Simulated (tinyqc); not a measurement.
Worked calculation: Pariser-Parr-Pople SCF with singles CI, for the molecule Clc1cccc2ccoc12 (SMILES; centres numbered as the heavy atoms are written). One step of it, computed by the program tinyqc.

Question. Iteration 2: Fock matrix. F_rr = H_rr + P_rr gamma_rr / 2 + sum_(s != r) P_ss gamma_rs; F_rs = H_rs - P_rs gamma_rs / 2; E = tr P (H + F) / 2 + core repulsion sum_(r<s) z_r z_s gamma_rs.

P after iteration 1:
```
,1Cl,2C,3C,4C,5C,6C,7C,8C,9O,10C
1Cl,1.865108,0.361438,-0.288792,0.065422,0.013840,-0.029414,0.050738,0.020741,-0.115243,-0.126206
2C,0.361438,1.008938,0.762191,-0.138180,-0.108118,0.104324,-0.084500,-0.083666,0.164568,0.453274
3C,-0.288792,0.762191,1.375344,0.155665,0.006550,-0.062988,0.126981,0.045219,-0.328532,-0.201088
4C,0.065422,-0.138180,0.155665,1.866511,0.270805,-0.217154,-0.081070,0.101356,0.252574,-0.020574
5C,0.013840,-0.108118,0.006550,0.270805,1.140764,0.836465,0.023972,-0.327259,-0.292324,-0.046110
6C,-0.029414,0.104324,-0.062988,-0.217154,0.836465,1.008207,0.352088,0.089996,0.061577,0.318637
7C,0.050738,-0.084500,0.126981,-0.081070,0.023972,0.352088,0.899304,0.887710,0.011725,-0.211521
8C,0.020741,-0.083666,0.045219,0.101356,-0.327259,0.089996,0.887710,1.044932,0.261895,-0.080104
9O,-0.115243,0.164568,-0.328532,0.252574,-0.292324,0.061577,0.011725,0.261895,0.783074,0.763466
10C,-0.126206,0.453274,-0.201088,-0.020574,-0.046110,0.318637,-0.211521,-0.080104,0.763466,1.007818
```

core matrix H (eV):
```
,1Cl,2C,3C,4C,5C,6C,7C,8C,9O,10C
1Cl,-69.156741,-1.680000,0.000000,0.000000,0.000000,0.000000,0.000000,0.000000,0.000000,0.000000
2C,-1.680000,-76.169224,-2.390000,0.000000,0.000000,0.000000,0.000000,0.000000,0.000000,-2.390000
3C,0.000000,-2.390000,-66.958471,-2.390000,0.000000,0.000000,0.000000,0.000000,0.000000,0.000000
4C,0.000000,0.000000,-2.390000,-63.426203,-2.390000,0.000000,0.000000,0.000000,0.000000,0.000000
5C,0.000000,0.000000,0.000000,-2.390000,-65.850972,-2.390000,0.000000,0.000000,0.000000,0.000000
6C,0.000000,0.000000,0.000000,0.000000,-2.390000,-75.137506,-2.390000,0.000000,0.000000,-2.390000
7C,0.000000,0.000000,0.000000,0.000000,0.000000,-2.390000,-66.644149,-2.390000,0.000000,0.000000
8C,0.000000,0.000000,0.000000,0.000000,0.000000,0.000000,-2.390000,-68.449346,-2.170000,0.000000
9O,0.000000,0.000000,0.000000,0.000000,0.000000,0.000000,0.000000,-2.170000,-90.223693,-2.170000
10C,0.000000,-2.390000,0.000000,0.000000,0.000000,-2.390000,0.000000,0.000000,-2.170000,-82.000385
```

repulsion gamma_rs (eV):
```
,1Cl,2C,3C,4C,5C,6C,7C,8C,9O,10C
1Cl,11.420000,7.622695,5.262148,3.677976,3.282074,3.677545,2.967351,3.158521,4.568356,5.261718
2C,7.622695,11.290000,7.602328,5.255635,4.680106,5.255206,3.779855,3.727807,5.354678,7.603541
3C,5.262148,7.602328,11.290000,7.602938,5.255206,4.678941,3.294830,2.996652,3.719135,5.255009
4C,3.677976,5.255635,7.602938,11.290000,7.603541,5.255009,3.608344,2.996813,3.378929,4.680112
5C,3.282074,4.680106,5.255206,7.603541,11.290000,7.602328,5.037490,3.727321,3.907598,5.255635
6C,3.677545,5.255206,4.678941,5.255009,7.602328,11.290000,7.604029,5.539228,5.967369,7.602938
7C,2.967351,3.779855,3.294830,3.608344,5.037490,7.604029,11.290000,7.602176,5.966903,5.538917
8C,3.158521,3.727807,2.996652,2.996813,3.727321,5.539228,7.602176,11.290000,8.846561,5.539184
9O,4.568356,5.354678,3.719135,3.378929,3.907598,5.967369,5.966903,8.846561,23.410000,8.845807
10C,5.261718,7.603541,5.255009,4.680112,5.255635,7.602938,5.538917,5.539184,8.845807,11.290000
```

Centres (angstrom, eV; a flat drawing with bonds scaled to 1.40 angstrom):
```
centre,x,y,core charge z,W,gamma_rr
1Cl,-1.512000,2.186000,2,25.110000,11.420000
2C,-1.123000,0.841000,1,12.310000,11.290000
3C,-2.094000,-0.168000,1,12.310000,11.290000
4C,-1.705000,-1.513000,1,12.310000,11.290000
5C,-0.346000,-1.849000,1,12.310000,11.290000
6C,0.625000,-0.840000,1,12.310000,11.290000
7C,2.024000,-0.886000,1,12.310000,11.290000
8C,2.500000,0.431000,1,12.310000,11.290000
9O,1.395000,1.291000,2,35.100000,23.410000
10C,0.236000,0.505000,1,12.310000,11.290000
```

Give: F; pi energy.

Answer.

F (eV):
```
,1Cl,2C,3C,4C,5C,6C,7C,8C,9O,10C
1Cl,-14.413,-3.058,0.760,-0.120,-0.023,0.054,-0.075,-0.033,0.263,0.332
2C,-3.058,-6.203,-5.287,0.363,0.253,-0.274,0.160,0.156,-0.441,-4.113
3C,0.760,-5.287,-2.504,-2.982,-0.017,0.147,-0.209,-0.068,0.611,0.528
4C,-0.120,0.363,-2.982,-2.560,-3.420,0.571,0.146,-0.152,-0.427,0.048
5C,-0.023,0.253,-0.017,-3.420,-2.702,-5.570,-0.060,0.610,0.571,0.121
6C,0.054,-0.274,0.147,0.571,-5.570,-7.407,-3.729,-0.249,-0.184,-3.601
7C,-0.075,0.160,-0.209,0.146,-0.060,-3.729,-9.341,-5.764,-0.035,0.586
8C,-0.033,0.156,-0.068,-0.152,0.610,-0.249,-5.764,-14.000,-3.328,0.222
9O,0.263,-0.441,0.611,-0.427,0.571,-0.184,-0.035,-3.328,-21.714,-5.547
10C,0.332,-4.113,0.528,0.048,0.121,-3.601,0.586,0.222,-5.547,-11.506
```

pi energy = -185.370 eV
